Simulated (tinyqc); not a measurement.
Mobility and threshold from two currents.

Inverse problem. In the linear region I = mu Cox (W/L) [(Vgs - VT) Vds - m Vds^2/2], Cox = eps0 eox/tox. Find mu and VT.

Parameters, values chosen for the exercise:
- eox = 3.96 (relative permittivity of the gate insulator)
- tox = 2.9 nm (insulator thickness)
- W = 5 um (gate width)
- L = 0.5 um (gate length)

Constants: eps0 = 8.8541878128e-14 F/cm where lengths are in cm. Results are converted to the units shown.

I at Vgs = 1.71 and 2.21 V, Vds = 0.05 V (uA): [155.79069, 361.32997]
m = 1.0145662

Answer. The slope dI/dVgs is mu Cox (W/L) Vds; the line meets zero current at VT + m Vds/2.

mu = 680.0 cm^2/(V s)
VT = 1.306 V

Numbers from tinyqc (`OMP_NUM_THREADS=1 python tinyqc.py 2360161 2360162 out.jsonl`; about 0.06 s on one thread of a shared Intel Xeon 2.30GHz).
